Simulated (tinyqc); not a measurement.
# Vertical double-diffused power MOSFET, components of the on-resistance: two studies

Stripe cells of pitch Wp + a, two channels a cell. Current flows through the channels, spreads in the accumulation layer, passes the gap between the p bodies and spreads at 45 degrees into the drift layer below them. Low drain voltage, full ionisation.

Parameters, values chosen for the exercise; bulk values close to those of silicon: temperature T = 400 K; relative permittivity eps_r = 11.5; critical-field constant Kc = 3910 V/cm per (cm^-3)^(1/8); rated breakdown voltage of the drift layer BV = 30 V; drift mobility at 300 K mud = 1230 cm^2/(V s); temperature exponent of the drift mobility bt = 2.2; gate oxide thickness (eps_r 3.9) tox = 43 nm; gate overdrive Vov = 7 V; channel mobility mch = 280 cm^2/(V s); accumulation-layer mobility mac = 460 cm^2/(V s); channel length Lc = 1.4 um; width of the p body in one cell, channels included Wp = 7.4 um; gap between neighbouring p bodies a = 2.4 um; depth of the p body xp = 0.6 um; doping of the gap over the drift doping Nj = 1; built-in voltage of the body junction Vbi = 0.694 V; substrate and contact resistance Rs = 0.29 mohm cm^2.

Constants: q = 1.602176634e-19 C, eps0 = 8.8541878128e-14 F/cm where lengths are in cm. Results are converted to the units shown.

Each table varies one quantity; the others keep the values above.

## On-resistance against the channel mobility

Triangular field at breakdown with Ec = Kc N^(1/8): BV = eps0 eps_r Ec^2/(2 q N), so N = (eps0 eps_r Kc^2/(2 q BV))^(4/3); W = 2 BV/Ec; mu = mud (T/300 K)^(-bt); rho = 1/(q mu N); ideal resistance rho W. Pitch p = Wp + a, Cox = 3.9 eps0/tox; zero-bias depletion in the gap w0 = sqrt(2 eps0 eps_r Vbi/(q N Nj)), open gap g = a - 2 w0; R_ch = Lc p/(2 mch Cox Vov); R_acc = 0.6 a p/(4 mac Cox Vov), 0.6 being an empirical factor for current leaving the layer along its length; R_gap = (rho/Nj) xp p/g; spreading depth t = min(W, (p - g)/2); R_drift = (rho p/2) ln((g + 2 t)/g) + rho (W - t); R_on = the sum with Rs.

The same in every row: R_acc (mohm cm^2) = 0.1364; R_gap (mohm cm^2) = 0.1500; R_drift (mohm cm^2) = 0.2194; ideal (mohm cm^2) = 0.07116.

Results:
```
mch (cm^2/(V s))  R_ch (mohm cm^2)  R_on (mohm cm^2)  largest term
5                            24.41             25.20       channel
10                           12.20             13.00       channel
20                           6.102             6.898       channel
40                           3.051             3.847       channel
70                           1.743             2.539       channel
100                          1.220             2.016       channel
500                         0.2441             1.040     substrate
```

Estimate the missing row, mch = 300 cm^2/(V s).

Computed row:
```
mch (cm^2/(V s))  R_ch (mohm cm^2)  R_on (mohm cm^2)  largest term
300                         0.4068             1.203       channel
```

With this row back in the table: R_on falls from 25.2 to 1.04 mohm cm^2. The channel term is the largest at mch = 5, the substrate term from 500 on. R_on is 354 times the ideal drift resistance in the first row and 14.6 times in the last.

## On-resistance against the gap between neighbouring p bodies

Same model as above.

The same in every row: ideal (mohm cm^2) = 0.07116.

On-resistance against the gap between neighbouring p bodies:
```
a (um)  R_ch (mohm cm^2)  R_acc (mohm cm^2)  R_gap (mohm cm^2)  R_drift (mohm cm^2)  R_on (mohm cm^2)  largest term
0.52              0.3522            0.02389              2.676               0.6942             4.036           gap
0.78              0.3638            0.03701             0.7062               0.4541             1.851           gap
1.2               0.3825            0.05986             0.3371               0.3335             1.403       channel
1.8               0.4092            0.09606             0.2026               0.2592             1.257       channel
2.7               0.4492             0.1582             0.1342               0.2056             1.237       channel
4.1               0.5114             0.2735            0.09449               0.1653             1.335       channel
6.1               0.6004             0.4777            0.07179               0.1374             1.577       channel
9.3               0.7427             0.9009            0.05677               0.1163             2.107  accumulation
14                0.9517              1.738            0.04755               0.1019             3.129  accumulation
```

R_on goes from 4.04 through a minimum of 1.24 (at a = 2.7 among the rows listed) to 3.13 mohm cm^2. The gap term is the largest at a = 0.52, the channel term from 1.2, the accumulation term from 9.3 on. R_on is 56.7 times the ideal drift resistance in the first row and 44.0 times in the last. A narrow gap chokes the current while a wide one lengthens the pitch and so dilutes the channels, which gives the minimum.

Program tinyqc, `OMP_NUM_THREADS=1 python tinyqc.py 2230121 2230122 out.jsonl`; Intel Xeon 2.30GHz, shared host, one thread, about 0.01 s.
